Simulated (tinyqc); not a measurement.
The three schemes as the step is halved: finite-difference solution of the diffusion equation on a small grid. Computed by tinyqc, a small Python program. Command: `OMP_NUM_THREADS=1 python tinyqc.py 3022010 3022011 out.jsonl fdiff walk`. One thread of a shared host (Intel(R) Xeon(R) Processor @ 2.30GHz), about 0.01 s of CPU time with the checks.

dC/dt = D d2C/dx2 on nodes x_j = j dx, j = 0..11; the far end is sealed.

Inputs (values chosen for the exercise):
```
quantity           value              unit
diffusivity D       0.57            nm^2/s
grid spacing dx       25                nm
time step dt         120                 s
final time t_f      1200                 s
surface value C_s     76  % of a reference
```

Boundary at x = 0: fixed surface value. Scheme: explicit.

start values C_j, j = 0, 1, ... (% of a reference): 0  0  0  0  0  0  0  0  0  0  0  0

Method:
- The operator M acts as (M C)_j = C_(j-1) - 2 C_j + C_(j+1); at the sealed far end a mirror node gives 2 C_(N-2) - 2 C_(N-1); at j = 0, C_0 is held at C_s from the start (row of zeros).
- r = D dt/dx^2.
- The mode of M with eigenvalue mu has its amplitude multiplied per step by g = (1 + (1 - theta) r mu)/(1 - theta r mu), with theta = 0 explicit, 1 implicit, 1/2 Crank-Nicolson; the explicit scheme is stable for r up to 2/|mu_min|.
- With r = D dt/dx^2: (1 - theta r M) C(new) = (1 + (1 - theta) r M) C(old); theta = 0 explicit, 1 implicit, 1/2 Crank-Nicolson.
- Each run reaches t_f in n equal steps; errors are the largest difference from exp(M D t_f/dx^2) C(0). A dash marks unstable explicit runs.

largest stable r of the explicit scheme = 0.502558

Largest error at t_f (%):
```
steps n         r  explicit  implicit  Crank-Nicolson
4        0.273600    2.4147    2.2458      1.7899e-01
8        0.136800    1.2058    1.1562      4.4412e-02
16       0.068400    0.5987    0.5858      1.1081e-02
32       0.034200    0.2980    0.2947      2.7689e-03
64       0.017100    0.1486    0.1478      6.9213e-04
128      0.008550    0.0742    0.0740      1.7303e-04
256      0.004275    0.0371    0.0370      4.3257e-05
```

What follows from these numbers?

From the last two rows, halving the step divides the error by 2.00 (explicit), 2.00 (implicit), 4.00 (Crank-Nicolson): a factor 2 marks first order in dt and 4 second order. Every row here lies within the explicit limit.

Extremes, crossings and ranges named in words are read from the listed rows.
